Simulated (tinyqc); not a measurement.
Charge neutrality of a doped semiconductor with incomplete ionisation: one step, computed by the program tinyqc. Command: `OMP_NUM_THREADS=1 python tinyqc.py 3029519 3029520 out.jsonl dopant walk`. One thread of a shared host (Intel(R) Xeon(R) Processor @ 2.30GHz), about 0.03 s of CPU time with the checks.

Energies are counted from the top of the valence band; E_D is measured down from the conduction band and E_A up from the valence band.

Problem. Densities at the solution. n = N_c F_1/2((E_F - E_g)/k_B T), p = N_v F_1/2(-E_F/k_B T). F_1/2(eta) = (2/sqrt(pi)) int_0^infinity sqrt(x)/(1 + exp(x - eta)) dx, by the trapezoid rule in t = sqrt(x) with step 0.02 up to t = 12 (for eta < -12 by exp(eta) - exp(2 eta)/2^(3/2)). N_D+ = N_D/(1 + g_D exp((E_F - E_g + E_D)/k_B T)).

Inputs (values chosen for the exercise, modelled on ZnO):
```
quantity,value,unit
donor density N_D,2.5e+18,cm^-3
donor depth E_D,0.045,eV
donor degeneracy g_D,2,-
static dielectric constant eps_s,8.47,-
temperature T,600,K
```

Doping: n-type. Statistics of the bands: Fermi-Dirac.

Fermi level E_F (last iterate) = 3.177299 eV

gap E_g = 3.272312 eV

N_c = 9.409727e+18 cm^-3

N_v = 4.861256e+19 cm^-3

k_B T = 0.05170400 eV

Give: majority density n; minority density p; ionised share of the donors; distance of E_F from the majority band edge.

Solution.

majority density n = 1.420e+18 cm^-3

minority density p = 9.968e-08 cm^-3

ionised share of the donors = 0.5681

distance of E_F from the majority band edge = 0.09501 eV

Caution: N^(1/3) a is above 0.2 for the radius a = e^2/(8 pi eps_0 eps_s E) of the dopant: near the Mott value, 0.26, the level broadens, and above it the level has merged with the band and all dopants are ionised, so such results of a fixed depth are only formal.
